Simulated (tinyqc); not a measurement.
Yield against design margin.

Cells fail independently with probability Q(k) = erfc(k/sqrt(2))/2 when the margin is k standard deviations, and Y = exp(-Nb Q(k)). phi = exp(-k^2/2)/sqrt(2 pi).  k = margin/s(dVT). With one spare that repairs any one cell, Y1 = exp(-x)(1 + x), x = Nb Q(k).

Parameters, values chosen for the exercise: number of cells Nb = 33554432.

s(dVT) = 59.7 mV

Result of one run:
```
k             Q(k)  expected failures x        Y      Y1
6.5662  2.5814e-11            8.6617e-4  0.99913  1.0000
```

Which margin M gave this result: 333, 348, 370, 392 or 414 mV?

M = 392 mV.

The whole series:
```
M (mV)       k        Q(k)  expected failures x          Y         Y1
296     4.9581   3.5589e-7               11.942  6.5141e-6  8.4302e-5
318     5.3266   5.0025e-8               1.6786    0.18664    0.49993
333     5.5779   1.2173e-8              0.40845    0.66468    0.93617
348     5.8291   2.7856e-9             0.093469    0.91077    0.99589
370     6.1977  2.8655e-10            0.0096151    0.99043    0.99995
392     6.5662  2.5814e-11            8.6617e-4    0.99913     1.0000
414     6.9347  2.0358e-12            6.8310e-5    0.99993     1.0000
444     7.4372  5.1426e-14            1.7256e-6     1.0000     1.0000
```

Over a change of the margin from 296 to 444 mV, k goes from 4.96 to 7.44, the expected failures fall by 6.8 decades and the yield goes from 6.51e-6 to 1.000. The spare helps most at M = 318 mV among the rows, where it lifts the yield from 0.187 to 0.500.

Computed by the program tinyqc: `OMP_NUM_THREADS=1 python tinyqc.py 2090153 2090154 out.jsonl`, one thread of a shared Intel Xeon 2.30GHz, about 0.01 s for the whole run.
